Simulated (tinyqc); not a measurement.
Rapid thermal processing of a wafer: radiative balance, ramp and cooling, pattern effects, pyrometer error and spike budget: one step, computed by the program tinyqc.

The wafer is opaque and uniform through its thickness unless said otherwise; temperatures in formulas are in kelvin (C + 273.15). sigma = 5.670374419e-12 W/(cm^2 K^4).

Problem. Power to hold and to ramp. Effective emissivity between parallel grey plates: eps_eff = 1/(1/eps + 1/(1 - r) - 1). Loss per area q(T) = 2 eps_eff sigma (T^4 - T_w^4) + h (T - T_w). Absorbed power during a ramp = q(T) + C d x ramp rate; thermal time constant tau = C d/(dq/dT), dq/dT = 8 eps_eff sigma T^3 + h; natural cooling rate q/(C d); front-to-back difference under one-sided heating at the end of the ramp = (absorbed power) d/(2 k).

Inputs (values chosen for the exercise, modelled on a hot silicon wafer):
```
quantity                                              value         unit
wafer thickness d                                       775   micrometre
heat capacity per volume C                             2.08   J/(cm^3 K)
thermal conductivity k                                 0.21     W/(cm K)
emissivity eps of each face                            0.71            -
reflectivity of the chamber walls r                     0.3            -
gas heat-transfer coefficient h, both faces together    4.1  mW/(cm^2 K)
wall temperature T_w                                    700            K
process temperature                                     801            C
ramp rate                                               210          K/s
```

Give: eps_eff; holding power q; power at the end of the ramp; dq/dT; time constant tau; natural cooling rate; front-to-back difference.

Solution.

eps_eff = 0.5444

holding power q = 8.270 W/cm^2

power at the end of the ramp = 42.12 W/cm^2

dq/dT = 34.70 mW/(cm^2 K)

time constant tau = 4.645 s

natural cooling rate = 51.30 K/s

front-to-back difference = 7.773 K

Radiation carries 81 % of the loss. The ramp needs 5.1 times the holding power.
